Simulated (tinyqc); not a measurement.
Koster-Slater impurity in a tight-binding band, by Green functions and by supercells. Inputs raised by 5 %, one at a time. Computed by tinyqc, a small Python program. Command: `OMP_NUM_THREADS=1 python tinyqc.py 3022891 3022892 out.jsonl kosterslater sens`. One thread of a shared host (Intel(R) Xeon(R) Processor @ 2.30GHz), about 0.08 s of CPU time with the checks.

One orbital per site, e(k) = -2 t sum cos(k_i) over 2 direction(s), band from -4 t to 4 t, lattice constant 1. One site has the extra energy U. Spin is left out.

Inputs (values chosen for the exercise, for a model band):
```
quantity                   value      unit
hopping t                    1.8        eV
impurity potential U       -4.09        eV
supercell edge N               3     sites
energy inside the band E    3.24        eV
broadening eta              0.14        eV
impurity concentration c  0.0002  per site
```

Lattice: square.

Constants: hbar = 6.582119569e-16 eV s.

Method:
- Outside the band G0(E) = (2/(pi E)) K(m), m = 16 t^2/E^2, K the complete elliptic integral with parameter m.
- A bound state solves 1/U = G0(E).
- Bisection in ln(distance from the edge) between 1e-5 t and |U| + t. Weight on the impurity site: -1/(U^2 dG0/dE), by a central difference with step min(1e-4 t, distance/30). Decay length along an axis: 1/arccosh(1 + distance/(2 t)).
- Inside the band G0(z), z = E + i eta, comes from the chain form 1/(sqrt(y - 2t) sqrt(y + 2t)) (principal roots) at y = z + 2 t cos k, averaged over k in (0, pi) with 200 Gauss-Legendre points.
- T = U/(1 - U G0); phase shift delta = -arg(1 - U G0) in (-pi, pi]; host density of states -Im G0/pi; on the impurity -Im[G0/(1 - U G0)]/pi; lifetime of a band state hbar/(-2 c Im T).
- In a periodic cell of N sites along each direction with Bloch vector K, the level solves 1/U = N^-d sum_k 1/(E - e(k)), k_i = (2 pi m_i + K_i)/N, m_i = 0..N-1; the outermost root on the side of U is taken (bisection). d is the number of directions. Gamma means K_i = 0, the zone corner K_i = pi, the quarter point K_i = pi/2.
- The error is measured against the isolated level E_b.

Runs; columns: (1) input moved; (2) from; (3) to; (4) weight on the impurity site; (5) decay length (sites); (6) width between Gamma and the corner (eV); (7) scattering lifetime (fs):
```
(1)                                     (2)      (3)     (4)    (5)    (6)   (7)
base run                                  -        -  0.2746  2.918  1.950  1575
hopping t (eV)                          1.8     1.89  0.2344  3.326  2.132  1552
impurity potential U (eV)             -4.09  -4.2945  0.3168  2.579  1.868  1501
impurity concentration c (per site)  0.0002  0.00021  0.2746  2.918  1.950  1500
energy inside the band E (eV)          3.24    3.402  0.2746  2.918  1.950  1601
broadening eta (eV)                    0.14    0.147  0.2746  2.918  1.950  1574
```

Exponents ln(y'/y) / ln(x'/x):
```
input                     weight on the impurity site  decay length  width between Gamma and the corner  scattering lifetime
hopping t                                      -3.244         2.684                               1.825               -0.301
impurity potential U                            2.931        -2.528                              -0.888               -0.984
impurity concentration c                        0.000         0.000                               0.000               -1.000
energy inside the band E                        0.000         0.000                               0.000                0.340
broadening eta                                  0.000         0.000                               0.000               -0.012
```

Among the inputs moved here: weight on the impurity site answers most in size to hopping t (exponent -3.244), next to impurity potential U (+2.931); its exponent is below 0.0005 for impurity concentration c, energy inside the band E, broadening eta. Decay length answers most in size to hopping t (exponent +2.684), next to impurity potential U (-2.528); its exponent is below 0.0005 for impurity concentration c, energy inside the band E, broadening eta. Width between Gamma and the corner answers most in size to hopping t (exponent +1.825), next to impurity potential U (-0.888); its exponent is below 0.0005 for impurity concentration c, energy inside the band E, broadening eta. Scattering lifetime answers most in size to impurity concentration c (exponent -1.000), and about equally to impurity potential U (-0.984). Its exponent -1.000 in impurity concentration c: independent scatterers.
